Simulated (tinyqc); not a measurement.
Comparisons within one model: configuration-coordinate model of carrier capture at a defect. A value that a table varies takes the place of the one given here.

Two parabolas of equal curvature k in one coordinate Q: with the carrier free at the band edge, U_f = k Q^2/2; with the carrier trapped, U_t = k (Q - dQ)^2/2 - ET. ER = k dQ^2/2, Huang-Rhys factor S = ER/hw, hw = 0.0646541 sqrt(k/M) eV for k in eV/angstrom^2 and M in u. The curves cross at a height Eb = (ER - ET)^2/(4 ER) above the free minimum.

Multiphonon factor for giving p = ET/hw phonons to the lattice: W = exp(-S (2 nb + 1)) ((nb + 1)/nb)^(p/2) I_p(x), nb = 1/(exp(hw/kT) - 1), x = 2 S sqrt(nb (nb + 1)), I_p the modified Bessel function. Classical limit: W = hw exp(-Eb/kT)/sqrt(4 pi ER kT). At T = 0: exp(-S) S^p/Gamma(p + 1).

Constants: kB = 8.617333262e-05 eV/K.

Inputs chosen for the exercise (of the size met at a deep level in Si; not measured data):
```
symbol  value  unit  meaning
ET      0.45   eV    thermal depth of the level below the band edge
ER      0.2    eV    relaxation energy
hw      0.039  eV    phonon energy of the mode
T       250    K     temperature
```

## Capture against temperature

The local activation energy is -d ln W/d(1/kT), by central differences with T changed by 1 %.

Against T:
```
T (K)  kT/hw  log10 W  log10 W, classical  activation energy (eV)
40     0.088   -2.213             -10.221                  0.0000
60     0.133   -2.212              -7.028                  0.0001
80     0.177   -2.208              -5.450                  0.0005
120    0.265   -2.179              -3.897                  0.0030
160    0.354   -2.127              -3.140                  0.0076
220    0.486   -2.029              -2.538                  0.0161
300    0.663   -1.902              -2.128                  0.0263
400    0.884   -1.773              -1.862                  0.0351
550    1.215   -1.641              -1.663                  0.0410
```

log10 W at T = 0 = -2.213
Eb = 0.0781 eV

At 40 K log10 W is -2.21, against -2.21 at T = 0 and -10.2 classically; at 550 K the two forms differ by +0.02. The activation energy read from an Arrhenius plot goes from 0.000 eV at 40 K to 0.041 at 550 K, with its largest value 0.041 at 550 K, against Eb = 0.078 eV; the classical form itself gives Eb - kT/2. A measured slope therefore understates the barrier.

## Capture against depth of the level

ET is varied at fixed ER, hw and T, as by moving the band edge with alloying or pressure.

Against ET:
```
ET/ER  ET (eV)  Eb (eV)  log10 W  log10 W, classical
0.10     0.020   0.0405   -1.490              -1.592
0.25     0.050   0.0281   -1.256              -1.343
0.50     0.100   0.0125   -0.985              -1.028
0.75     0.150   0.0031   -0.847              -0.839
1.00     0.200   0.0000   -0.825              -0.776
1.25     0.250   0.0031   -0.902              -0.839
1.50     0.300   0.0125   -1.065              -1.028
2.00     0.400   0.0500   -1.612              -1.784
3.00     0.600   0.2000   -3.397              -4.808
```

Capture is fastest at ET/ER = 1 among these rows, where the barrier vanishes or nearly so. The classical form is symmetric about ET = ER; the quantum one gives -0.98 at 0.5 and -1.07 at 1.5, against -1.03 for both. At ET = 3 ER it lies 1.4 decades above the classical value: deep levels capture by emitting many phonons, and the rate falls with depth by 8.9 decades per eV between the last two rows. Rows deeper than the gap of the host are formal.

## Phonon side bands at T = 0

Weights exp(-S) S^j/j! of the line with j phonons, S = ER/hw; absorption at ET + j hw, emission at ET - j hw (a dash if negative).

Lines:
```
j    weight  absorption (eV)  emission (eV)
0   0.00593            0.450          0.450
1   0.03040            0.489          0.411
2   0.07794            0.528          0.372
3   0.13323            0.567          0.333
4   0.17080            0.606          0.294
5   0.17518            0.645          0.255
6   0.14973            0.684          0.216
7   0.10969            0.723          0.177
8   0.07032            0.762          0.138
9   0.04007            0.801          0.099
10  0.02055            0.840          0.060
11  0.00958            0.879          0.021
12  0.00409            0.918              -
13  0.00161            0.957              -
```

The zero-phonon line holds 0.593 % of the band and the largest weight falls on j = 5, next to S = 5.13; the lines listed add to 0.9991.

## What each parameter does

Eb, log10 W and the full width 2.35482 sqrt(ER hw coth(hw/2kT)). Each row changes one parameter from the base and keeps the others.

Results:
```
case            Eb (eV)  log10 W  full width (eV)
base             0.0781   -1.980           0.2453
ET = 0.49 eV     0.1051   -2.314           0.2453
ER = 0.25 eV     0.0400   -1.521           0.2743
hw = 0.0468 eV   0.0781   -1.826           0.2554
T = 280 K        0.0781   -1.932           0.2543
```

The largest shifts from the base row, up to three for each result and ties (the steps differ in size, so this ranks the rows, not the parameters). Eb (eV): ER -0.0381, ET +0.0270; unchanged at the printed digits by hw and T. log10 W: ER +0.458, ET -0.334, hw +0.154. full width (eV): ER +0.0290, hw +0.0101, T +0.0090; unchanged at the printed digits by ET.

Program tinyqc; command `OMP_NUM_THREADS=1 python tinyqc.py 1450343 1450344 out.jsonl`; about 0.01 s on one thread of a shared Intel(R) Xeon(R) Processor @ 2.30GHz.
